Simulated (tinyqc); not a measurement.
Error of the time step: velocity overshoot from momentum and energy balance equations after a field step. Computed by tinyqc, a small Python program. Command: `OMP_NUM_THREADS=1 python tinyqc.py 3004628 3004629 out.jsonl overshoot walk`. One thread of a shared host (Intel(R) Xeon(R) Processor @ 2.30GHz), about 0.01 s of CPU time with the checks.

At t = 0 the field jumps from 0 to F in a uniform sample. v is the drift velocity and u = w - (3/2) k_B T the excess energy per carrier.

Inputs (values chosen for the exercise, modelled on electrons in strained silicon except for tau_E):
```
quantity                      value        unit
effective mass m                0.2         m_0
low-field mobility mu_0        2400  cm^2/(V s)
saturation velocity v_s         1.1    1e7 cm/s
energy relaxation time tau_E   0.38          ps
field after the step F          8.6       kV/cm
lattice temperature T           300           K
time step dt                     16          fs
```

Scheme: explicit Euler.

Constants: m_0 = 9.1093837015e-31 kg; e = 1.602176634e-19 C; k_B = 8.617333262e-05 eV/K.

Method:
- dv/dt = e F/m - v/tau_m(u), du/dt = e F v - u/tau_E, tau_m(u) = tau_0/(1 + c u), tau_0 = m mu_0/e, c = mu_0/(e tau_E v_s^2); this choice gives the steady state v (1 + mu_0 F v/v_s^2) = mu_0 F, which saturates at v_s. Steady velocity v = 2 mu_0 F/(1 + sqrt(1 + 4 (mu_0 F/v_s)^2)); u = e F v tau_E; carrier temperature T + 2u/(3 k_B), neglecting the drift energy m v^2/2.
- Step: v_new = v + dt (e F/m - v/tau_m(u)), u_new = u + dt (e F v - u/tau_E). Start v = u = 0; the distance adds dt (v + v_new)/2.
- The peak velocity is recomputed with dt/2 and dt/4 and by an adaptive Runge-Kutta method (tolerance 1e-9).

tau_0 = 272.910 fs

acceleration e F/m = 0.00756293 1e7 cm/s per fs

c = 52.1966 1/eV

steady velocity = 0.845264 1e7 cm/s

Peak velocity:
```
step      v_peak (1e7 cm/s)  error (%)
dt                   1.1487     2.3632
dt/2                 1.1349     1.1342
dt/4                 1.1284     0.5570
adaptive             1.1221     0.0000
```

What does the comparison show, and why?

The explicit scheme puts the peak 2.36 % too high; halving dt divides the error by 2.08, as a first-order method should.

Extremes, crossings and ranges named in words are read from the listed rows.
